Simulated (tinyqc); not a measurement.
UHF in the sto-3g basis, for H4, spin multiplicity 3, step by step (part 2 of 2). Computed by tinyqc, a small Python program that keeps every step (integrals from PySCF). Command: `OMP_NUM_THREADS=1 python tinyqc.py 24010 24011 out.jsonl` (the two numbers bound the seeds that draw the settings). One thread of a shared host (Intel(R) Xeon(R) Processor @ 2.60GHz), about 0.09 s of CPU time with the checks.

Geometry (angstrom):

| atom | x | y | z |
|---|---|---|---|
| H | 0.000000 | 0.000000 | 0.000000 |
| H | 0.000000 | 0.000000 | 1.543000 |
| H | 0.000000 | 1.028000 | 0.000000 |
| H | 0.000000 | 1.028000 | 1.543000 |

## Iteration 37 (converged): orbitals

converged F(alpha) (hartree):
```
           1H 1s      2H 1s      3H 1s      4H 1s
1H 1s  -0.530142  -0.251629  -0.470080  -0.145272
2H 1s  -0.251629  -0.313246  -0.145274  -0.476664
3H 1s  -0.470080  -0.145274  -0.530140  -0.251630
4H 1s  -0.145272  -0.476664  -0.251630  -0.313223
```

converged F(beta) (hartree):
```
           1H 1s      2H 1s      3H 1s      4H 1s
1H 1s   0.163427  -0.202483  -0.160807  -0.180297
2H 1s  -0.202483  -0.192479  -0.180296  -0.435030
3H 1s  -0.160807  -0.180296   0.163424  -0.202488
4H 1s  -0.180297  -0.435030  -0.202488  -0.192503
```

X:
```
           1H 1s      2H 1s      3H 1s      4H 1s
1H 1s   1.123929  -0.118570  -0.279164   0.004634
2H 1s  -0.118570   1.123929   0.004634  -0.279164
3H 1s  -0.279164   0.004634   1.123929  -0.118570
4H 1s   0.004634  -0.279164  -0.118570   1.123929
```

Diagonalise F' = X^T F X, C = X C', fill 3 alpha and 1 beta electrons from the bottom; D(s) = C_occ C_occ^T. Each column has its largest component positive (the first on a tie).

F' = X^T F X (alpha) (hartree):
```
           1          2          3          4
1  -0.363314  -0.172478  -0.284324   0.056385
2  -0.172478  -0.071352   0.056384  -0.428937
3  -0.284324   0.056384  -0.363312  -0.172481
4   0.056385  -0.428937  -0.172481  -0.071325
```

orbital energies (alpha) (hartree): MO1 -0.711458, MO2 -0.436454, MO3 -0.176972, MO4 0.455581

coefficients C (alpha):
```
            MO1        MO2        MO3        MO4
1H 1s  0.484647  -0.358361   0.877778   0.470564
2H 1s  0.217167   0.562285   0.310386  -0.946343
3H 1s  0.484644  -0.358365  -0.877774  -0.470570
4H 1s  0.217157   0.562252  -0.310399   0.946360
```

F' = X^T F X (beta) (hartree):
```
           1          2          3          4
1   0.358535  -0.179989  -0.291126  -0.037996
2  -0.179989   0.058001  -0.037995  -0.432085
3  -0.291126  -0.037995   0.358532  -0.179993
4  -0.037996  -0.432085  -0.179993   0.057973
```

orbital energies (beta) (hartree): MO1 -0.463587, MO2 0.156897, MO3 0.406986, MO4 0.732745

coefficients C (beta):
```
            MO1        MO2        MO3        MO4
1H 1s  0.152320   0.583184   0.425859   0.900316
2H 1s  0.521977  -0.301370   0.812330  -0.576251
3H 1s  0.152324   0.583183  -0.425866  -0.900312
4H 1s  0.522005  -0.301391  -0.812309   0.576244
```

D(alpha) after iteration 37:
```
           1H 1s      2H 1s      3H 1s      4H 1s
1H 1s   1.133799   0.176198  -0.407186  -0.368706
2H 1s   0.176198   0.459665  -0.368703   0.266962
3H 1s  -0.407186  -0.368703   1.133793   0.176212
4H 1s  -0.368706   0.266962   0.176212   0.459632
```

D(beta) after iteration 37:
```
          1H 1s     2H 1s     3H 1s     4H 1s
1H 1s  0.023201  0.079507  0.023202  0.079512
2H 1s  0.079507  0.272460  0.079509  0.272475
3H 1s  0.023202  0.079509  0.023203  0.079514
4H 1s  0.079512  0.272475  0.079514  0.272489
```

## Convergence

Stop when the energy changes by less than 1e-09 hartree and every element of the error matrix X^T (F D S - S D F) X (for each spin) is below 9e-06.

Course of the cycle:

| iteration | E (hartree) | change | largest element of the error matrix |
|---|---|---|---|
| 1 | -1.29542116 | - | 8.84e-02 |
| 2 | -1.78514656 | -4.90e-01 | 7.12e-02 |
| 3 | -1.81741372 | -3.23e-02 | 2.10e-02 |
| 4 | -1.82064664 | -3.23e-03 | 1.24e-02 |
| 5 | -1.82223926 | -1.59e-03 | 9.18e-03 |
| 6 | -1.82355412 | -1.31e-03 | 7.95e-03 |
| 7 | -1.82486783 | -1.31e-03 | 7.76e-03 |
| 8 | -1.82620605 | -1.34e-03 | 7.60e-03 |
| 9 | -1.82751497 | -1.31e-03 | 7.25e-03 |
| 10 | -1.82871833 | -1.20e-03 | 6.71e-03 |
| 11 | -1.82975010 | -1.03e-03 | 6.02e-03 |
| 12 | -1.83057434 | -8.24e-04 | 5.24e-03 |
| 13 | -1.83118997 | -6.16e-04 | 4.42e-03 |
| 14 | -1.83162272 | -4.33e-04 | 3.64e-03 |
| ... | ... | ... | ... |
| 24 | -1.83236601 | -2.27e-06 | 2.51e-04 |
| 25 | -1.83236726 | -1.25e-06 | 1.87e-04 |
| 26 | -1.83236795 | -6.91e-07 | 1.39e-04 |
| 27 | -1.83236833 | -3.80e-07 | 1.04e-04 |
| 28 | -1.83236854 | -2.09e-07 | 7.72e-05 |
| 29 | -1.83236866 | -1.15e-07 | 5.75e-05 |
| 30 | -1.83236872 | -6.31e-08 | 4.28e-05 |
| 31 | -1.83236876 | -3.46e-08 | 3.19e-05 |
| 32 | -1.83236877 | -1.90e-08 | 2.38e-05 |
| 33 | -1.83236879 | -1.04e-08 | 1.77e-05 |
| 34 | -1.83236879 | -5.74e-09 | 1.32e-05 |
| 35 | -1.83236879 | -3.16e-09 | 9.89e-06 |
| 36 | -1.83236880 | -1.74e-09 | 7.39e-06 |
| 37 | -1.83236880 | -9.60e-10 | 5.53e-06 |

PySCF UHF in the same basis, after a stability check = -1.83236880 hartree

Converged in 37 iterations.

## Populations, bond orders and dipole

overlap S:
```
          1H 1s     2H 1s     3H 1s     4H 1s
1H 1s  1.000000  0.241364  0.480140  0.150766
2H 1s  0.241364  1.000000  0.150766  0.480140
3H 1s  0.480140  0.150766  1.000000  0.241364
4H 1s  0.150766  0.480140  0.241364  1.000000
```

Mulliken: Z minus the diagonal of D S on the atom; Loewdin: the same with S^(1/2) D S^(1/2); Mayer order: 2 sum_s sum (D(s) S)_ij (D(s) S)_ji over the two atoms.

Charges (e):

| atom | Mulliken | Loewdin | Mulliken spin |
|---|---|---|---|
| 1H | 0.009249 | 0.005338 | 0.859713 |
| 2H | -0.009248 | -0.005338 | 0.140320 |
| 3H | 0.009248 | 0.005338 | 0.859708 |
| 4H | -0.009249 | -0.005338 | 0.140259 |

Mayer bond orders:

| pair | order |
|---|---|
| 2-1 | 0.120517 |
| 3-1 | 0.019767 |
| 3-2 | 0.120520 |
| 4-1 | 0.120525 |
| 4-2 | 0.739188 |
| 4-3 | 0.120529 |

dipole moment about the origin, x y z (debye): 0.000000  -0.000004  -0.137085

<S^2> of the determinant (pure state: 2) = 2.000000
